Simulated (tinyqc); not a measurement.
Worked calculation: alloy A(1-x)B(x) by interpolation with bowing. Values are carried at full precision from step to step, so a last printed digit may differ when a step is redone from the rounded ones.

Each gap follows E(x) = (1 - x) E_A + x E_B - C x (1 - x); the lattice constant follows Vegard, a(x) = (1 - x) a_A + x a_B.

Constants: hc = 1239.841984 eV nm; kB = 8.617333262e-05 eV/K.

Inputs chosen for the exercise (A near Si, B near Ge; the results hold for these values, not for the real material): a = (5.426, 5.657) angstrom (lattice constant of A, B); x = 0.57 (fraction of B); Eg = (4.224, 0.903) eV (gap at Gamma to the s-like level of A, B); EgX = (1.188, 0.934) eV (gap to the lowest valley along Gamma-X of A, B); EgL = (2.127, 0.752) eV (gap to L of A, B); C = (0.217, 0.199, 0.06) eV (bowing of the Gamma, X and L gaps); Dso = (0.044, 0.288) eV (spin-orbit splitting of A, B); Ep = (21.5, 26.1) eV (Kane energy of A, B); me = (0.2018, 0.0385) m0 (electron mass at Gamma of A, B); Cs = 0 eV (bowing of Dso); md = (0.1007, 0.83, 0.46) m0 (density-of-states masses of Gamma, all X and all L valleys); T = 400 K (temperature).

## Gaps and lattice constant at x

Also give the wavelength hc/E of the lowest gap.

a(x) = 5.5577 angstrom

linear parts (eV): Gamma 2.3310, X 1.0432, L 1.3433

bowing terms C x (1 - x) (eV): Gamma 0.0532, X 0.0488, L 0.0147

gaps (eV): Gamma 2.2778, X 0.9944, L 1.3285

wavelength of the lowest gap = 1246.8 nm

The lowest valley is X, so the gap is indirect; the next, L, lies 334 meV higher.

## Where the valleys cross

The difference of two gaps is a quadratic q2 x^2 + q1 x + q0 with q2 = C_i - C_j, q1 = (E_B - E_A - C)_i - (E_B - E_A - C)_j, q0 = E_A,i - E_A,j; give its roots between 0 and 1 (a dash: none).

Crossings:
```
pair        q2      q1      q0  first root  second root
Gamma-X  0.018  -3.085   3.036      0.9898            -
Gamma-L  0.157  -2.103   2.097           -            -
X-L      0.139   0.982  -0.939      0.8532            -
```

The lowest valley changes at x = 0.853 (X to L, gap 0.946 eV). The other crossings lie above the lowest valley.

## Electron mass of the alloy

Mass at Gamma from the Kane formula 1/m = F + Ep (Eg + 2 Dso/3)/(Eg (Eg + Dso)). F is fixed by the masses of A and B and interpolated linearly, as is Ep; Eg and Dso carry their bowing.

Compare with the linear interpolation of the masses.

F of A, B: [-0.1171, -0.5999]

Ep, Eg, Dso at x (eV): [24.1220, 2.2778, 0.1831]

m(x) from the Kane formula = 0.1007 m0
m(x) linear = 0.1087 m0

The Kane value lies 7.4 % below the linear one. The Gamma valley is not the lowest at this x.

## Shares of the electrons in the valleys

Non-degenerate: n_i proportional to md_i^(3/2) exp(-E_i/kT).

md^(3/2): Gamma 0.0320, X 0.7562, L 0.3120

(E - E_min)/kT: Gamma 37.23, X 0.00, L 9.69

shares: Gamma 0.000, X 1.000, L 0.000

X holds most electrons (100.0 %).

## Checks

- The Gamma and X gaps at their crossing x = 0.9898 (eV): both 0.9346.
- The X and L gaps at their crossing x = 0.8532 (eV): both 0.9464.

Run: tinyqc, `OMP_NUM_THREADS=1 python tinyqc.py 1080435 1080436 out.jsonl`; Intel(R) Xeon(R) Processor @ 2.30GHz, one thread, shared host; about 0.01 s of CPU time with all checks.
